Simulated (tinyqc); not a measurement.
The same stress in different states: Raman shift of the zone-centre optical phonon of a diamond-structure crystal under stress. Computed by tinyqc, a small Python program. Command: `OMP_NUM_THREADS=1 python tinyqc.py 3021499 3021500 out.jsonl ramanstress walk`. One thread of a shared host (Intel(R) Xeon(R) Processor @ 2.30GHz), about 0.01 s of CPU time with the checks.

Axes x, y, z are the cube axes. Strain shifts the threefold optical mode and can split it; p, q and r are the phonon deformation potentials.

Inputs (values chosen for the exercise, for a model crystal):
```
quantity                         value  unit
unstrained frequency omega_0       533  1/cm
p/omega_0^2                      -1.26     -
q/omega_0^2                      -2.31     -
r/omega_0^2                         -1     -
C11                                324   GPa
C12                                137   GPa
C44                                116   GPa
stress sigma (tension positive)    0.4   GPa
```

Stress state: biaxial. Axis: [110].

Method:
- S11 = (C11 + C12)/D, S12 = -C12/D, D = (C11 - C12)(C11 + 2 C12), S44 = 1/C44.
- eps_xx = S11 sigma_xx + S12 (sigma_yy + sigma_zz), and cyclic; eps_xy = S44 sigma_xy/2 (tensor strain).
- Secular matrix: M_xx = p eps_xx + q (eps_yy + eps_zz), M_xy = 2 r eps_xy; its eigenvalues are omega^2 - omega_0^2, and the shifts are these over 2 omega_0.
- Uniaxial: sigma n n^T; biaxial: sigma (1 - n n^T); hydrostatic: sigma 1. The line seen from (001) is taken as unresolved, at the intensity-weighted shift M_zz/(2 omega_0).

S44 = 8.62069 1/TPa

S11 = 4.12248 1/TPa

S12 = -1.22512 1/TPa

Shifts (1/cm):
```
state                   lowest   middle  highest  line seen from (001)
uniaxial [100]         -0.5489  -0.5489   0.0496               -0.5489
uniaxial [110]         -0.7091  -0.5489   0.2099               -0.5489
uniaxial [001]         -0.5489  -0.5489   0.0496                0.0496
uniaxial [111]         -0.9620  -0.0431  -0.0431               -0.3494
biaxial, normal [001]  -1.0978  -0.4993  -0.4993               -1.0978
biaxial, normal [111]  -1.0051  -1.0051  -0.0861               -0.6988
hydrostatic            -1.0482  -1.0482  -1.0482               -1.0482
```

What does the comparison show, and why?

Seen from (001), uniaxial stress along [100] and along [110] give the same shift (-0.549), and equal biaxial stress in the plane gives twice as much (-1.098), since only sigma_xx + sigma_yy and sigma_zz enter M_zz. Stress along [001] gives 0.050. One measured shift therefore fixes the stress only once its state is assumed: read as uniaxial in the plane, a shift implies twice the stress that it does read as biaxial.

Extremes, crossings and ranges named in words are read from the listed rows.
